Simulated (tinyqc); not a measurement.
# Bottom-up copper filling of a trench by curvature-enhanced accelerator coverage, step by step

A worked calculation. Computed by tinyqc, a small Python program that keeps every step. Command: `OMP_NUM_THREADS=1 python tinyqc.py 3012474 3012475 out.jsonl superfill walk`. One thread of a shared host (Intel(R) Xeon(R) Processor @ 2.30GHz), about 0.06 s of CPU time with the checks. Intermediate numbers are printed to about 7 digits and carried at full precision; extremes and crossings named in words are read from the listed rows.

A rectangular trench keeps vertical walls and a flat floor. An accelerator floats on the surface; where area is lost in the corners it is passed on to the floor.

Inputs (values chosen for the exercise, close to those used for damascene copper plating):

| quantity | value | unit |
|---|---|---|
| trench width w | 52 | nm |
| aspect ratio h/w | 1.5 | - |
| exchange current of the suppressed surface i_0 | 0.019 | mA/cm^2 |
| exchange current of the accelerated surface i_1 | 1.1 | mA/cm^2 |
| transfer coefficient alpha | 0.37 | - |
| overpotential eta | 0.098 | V |
| starting coverage theta_0 | 0.0068 | - |
| adsorption rate k_a | 0 | 1/s |
| cupric ion concentration C | 0.8 | mol/l |
| diffusivity D | 5.4e-06 | cm^2/s |
| boundary layer delta | 77 | um |
| temperature T | 298 | K |

Constants: e = 1.602176634e-19 C; N_A = 6.02214076e+23 1/mol; k_B = 8.617333262e-05 eV/K.

## Velocities

Kinetic current i_k = [i_0 (1 - theta) + i_1 theta] exp(alpha eta/(k_B T)), limit i_L = 2 F D C/delta, i = 1/(1/i_k + 1/i_L); velocity v = i Omega/(2F), Omega = 7.11 cm^3/mol, F = e N_A. Depletion inside the trench is ignored.

limiting current i_L = 108.2641 mA/cm^2

velocity at theta = 0 = 0.02871102 nm/s

velocity at theta_0 = 0.03980777 nm/s

velocity at theta = 1 = 1.596826 nm/s

ratio v(1)/v(theta_0) = 40.11343

Without acceleration the walls meet when the floor has risen by w/2, so a seam-free fill needs a mean floor-to-wall speed ratio of at least 2 h/w = 3.

## First rates

At the start theta_b = theta_s = theta_0 and x = w/2: d theta_b/dt = k_a (1 - theta_0) + 2 theta_0 v/x (theta_b on the floor, theta_s on the walls, x the half width). At this initial relative rate the doubling time without adsorption would be x ln2/(2 v).

rate from adsorption = 0 1/s

rate from area loss = 2.082253e-05 1/s

doubling time = 226.3606 s

## Filling

Half width x, floor height y, depth h = aspect ratio x w. dx/dt = -v_s, dy/dt = v_b. d theta_b/dt = k_a (1 - theta_b) + [theta_s v_b + theta_b v_s]/x: the floor takes the accelerator of the wall it covers and keeps its own as it narrows. d theta_s/dt = k_a (1 - theta_s). theta_b is capped at 1. Integrate (tolerance 1e-9) until the walls meet (x = 0.02 w/2) or the floor passes the original mouth y = h. Start: x = w/2, y = 0, theta_b = theta_s = theta_0. Height filled = y/h, opening left = x/(w/2).

Course of the fill (nine evenly spaced times):

| t (s) | x (nm) | y (nm) | theta_b | theta_s | v_b/v_s |
|---|---|---|---|---|---|
| 0.0000 | 26.00000 | 0.00000 | 0.0068000 | 0.0068 | 1.00000 |
| 78.9427 | 22.85747 | 3.25917 | 0.0087045 | 0.0068 | 1.07804 |
| 157.8854 | 19.71493 | 6.80560 | 0.0113152 | 0.0068 | 1.18501 |
| 236.8281 | 16.57240 | 10.75600 | 0.0150817 | 0.0068 | 1.33929 |
| 315.7708 | 13.42987 | 15.31028 | 0.0209168 | 0.0068 | 1.57821 |
| 394.7134 | 10.28734 | 20.85101 | 0.0309688 | 0.0068 | 1.98952 |
| 473.6561 | 7.14480 | 28.24766 | 0.0516297 | 0.0068 | 2.83387 |
| 552.5988 | 4.00227 | 40.20695 | 0.1124879 | 0.0068 | 5.31269 |
| 631.5415 | 0.85974 | 78.00000 | 0.8225755 | 0.0068 | 33.35205 |

time at the end = 631.5415 s

share of the height filled from the floor = 1

opening left, as a share of w = 0.03306687

The floor escapes with 3 % of the opening left: a seam-free fill, and the enriched floor will overshoot into a bump. Caution: real profiles develop slanted corners, and accelerator is consumed; both are left out.

## The window in starting coverage

The formulas are those given above.

Outcome:

| theta_0 | v(1)/v(theta_0) | height filled | opening left | time (s) |
|---|---|---|---|---|
| 0.001 | 52.62536 | 0.441322 | 0.0200000 | 839.7246 |
| 0.003 | 47.51411 | 0.688329 | 0.0200000 | 758.1662 |
| 0.010 | 35.46325 | 1.000000 | 0.0606318 | 542.4129 |
| 0.020 | 26.03624 | 1.000000 | 0.1180372 | 373.8904 |
| 0.050 | 14.49542 | 1.000000 | 0.1792870 | 193.7036 |
| 0.100 | 8.34818 | 1.000000 | 0.1740325 | 112.2718 |
| 0.200 | 4.52968 | 1.000000 | 0.0377284 | 70.9710 |
| 0.400 | 2.37934 | 0.673621 | 0.0200000 | 37.9664 |
| 0.800 | 1.23483 | 0.399019 | 0.0200000 | 19.7038 |

The fill succeeds for theta_0 from 0.01 to 0.2 among these rows, with the widest margin at 0.05. Too little accelerator takes too long to concentrate. Too much speeds the walls as well and removes the contrast.

Checks made by the program: conservation of accelerator while theta_b is below 1 (relative difference 1e-09).
